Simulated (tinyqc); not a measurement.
# Off-state leakage of single and stacked transistors: effects of single changes

n-channel devices of unit width. Subthreshold current I(Vg, Vs, Vd) = I0 (T/300 K)^0.5 exp[(Vg - Vs - VT(T) - gb (Vs - Vb) + dd (Vd - Vs))/(nf Vt)] (1 - exp(-(Vd - Vs)/Vt)), VT(T) = VT - cT (T - 300 K). Gate-edge tunnelling Ig (Vd/1 V) exp(ag (Vd - 1 V)), for a gate at 0 V, and band-to-band leakage Ab u exp(-Bb/u), u = Vd - Vb + 1 V, flow at a drain held at V; both are taken as independent of T. In a stack of off transistors (all gates at 0 V) the same subthreshold current passes through each.

Parameters, values chosen for the exercise; values of the order met in bulk silicon logic transistors:
- T = 330 K (temperature)
- V = 1 V (supply voltage)
- VT = 0.33 V (threshold at 300 K, zero drain and body bias)
- cT = 0.7 mV/K (fall of the threshold with temperature)
- I0 = 0.12 uA/um (current at threshold at 300 K)
- nf = 1.46 (slope factor)
- dd = 0.14 (drain-induced lowering per volt)
- gb = 0.2 (rise of the threshold per volt of source-body bias)
- Ig = 3e-5 uA/um (gate-edge tunnelling current at 1 V)
- ag = 5.7 1/V (exponential slope of the gate current)
- Ab = 90 uA/(um V) (prefactor of band-to-band leakage at the drain)
- Bb = 20 V (its exponential voltage)
- Vb = -0.3 V (body voltage)

Constants: q = 1.602176634e-19 C, kB = 1.380649e-23 J/K, Vt = kB T/q. Results are converted to the units shown.

Each table varies one quantity; the others keep the values above.

## Subthreshold current against the height of the stack

All n gates at 0 V, bottom source at 0 V, top drain at V; node voltages follow from equal currents.

Subthreshold current against the height of the stack:
columns A: n; B: I (nA/um); C: reduction factor; D: drain voltage of the bottom device (mV); E: source voltage of the top device (mV); F: voltage across the top device (V)
```
A         B      C      D      E       F
1    0.5064  1.000   1000      0   1.000
2   0.02316  21.87  95.59  95.59  0.9044
3   0.01109  45.66  25.10  118.4  0.8816
4  0.007277  69.58  14.47  131.4  0.8686
5  0.005414  93.53  10.18  140.6  0.8594
6  0.004310  117.5  7.861  147.7  0.8523
```

Read the table: what changes, and by how much?

The second transistor cuts the current by a factor of 21.9, the third by a further 2.09 and the sixth by 1.26. The top device keeps 85.2 % of the supply at n = 6, while the drain voltage of the bottom one falls to 0.276 Vt.

## Leakage components against the supply voltage

Same model as above.

One transistor with Vg = Vs = 0, Vd = V; stack factor I(one)/I(two in series).

Leakage components against the supply voltage:
```
V (V)  subthreshold (nA/um)  gate edge (nA/um)  band-to-band (nA/um)  total (nA/um)  stack factor  largest part
0.5                 0.09381           8.677e-4                 2.421          2.516         5.387  band-to-band
0.6                  0.1314           0.001841                 4.586          4.720         7.010  band-to-band
0.7                  0.1841           0.003798                 8.172          8.360         9.220  band-to-band
0.8                  0.2580           0.007676                 13.81          14.08         12.23  band-to-band
0.9                  0.3614            0.01527                 22.31          22.69         16.31  band-to-band
1                    0.5064            0.03000                 34.63          35.17         21.87  band-to-band
1.1                  0.7094            0.05835                 51.92          52.69         29.41  band-to-band
1.2                  0.9939             0.1126                 75.48          76.59         39.65  band-to-band
1.3                   1.393             0.2156                 106.8          108.4         53.56  band-to-band
1.4                   1.951             0.4106                 147.4          149.8         72.44  band-to-band
```

Read the table: what changes, and by how much?

As V goes from 0.5 to 1.4, the total leakage rises from 2.52 to 150 nA/um. The band-to-band part leads at V = 0.5 and in all other rows. The reduction by a stack of two rises from 5.39 to 72.4, for the subthreshold part alone.

Numbers from tinyqc (`OMP_NUM_THREADS=1 python tinyqc.py 2242087 2242088 out.jsonl`; about 0.04 s on one thread of a shared Intel Xeon 2.30GHz).
